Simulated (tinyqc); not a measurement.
## Field length and prefactor from two substrate currents

Inverse problem. For Em = (Vd - Vdsat)/l, Isub/Id = (Ai/Bi)(Vd - Vdsat) exp(-Bi l/(Vd - Vdsat)), and l = sqrt(3 tox xj). Find l, Ai and xj.

Values chosen for this exercise: oxide thickness tox = 6.2 nm; ionisation field Bi = 1.82 MV/cm.

Isub/Id at Vd - Vdsat = 1.7 and 2.3 V: [0.0271386268, 0.110738338]

Answer. ln[Isub/(Id (Vd - Vdsat))] is linear in 1/(Vd - Vdsat) with slope -Bi l.

l = 39.5 nm
Ai = 2.00e6 1/cm
xj = 84.0 nm

Numbers from tinyqc (`OMP_NUM_THREADS=1 python tinyqc.py 2550097 2550098 out.jsonl`; about 0.01 s on one thread of a shared Intel Xeon 2.30GHz).
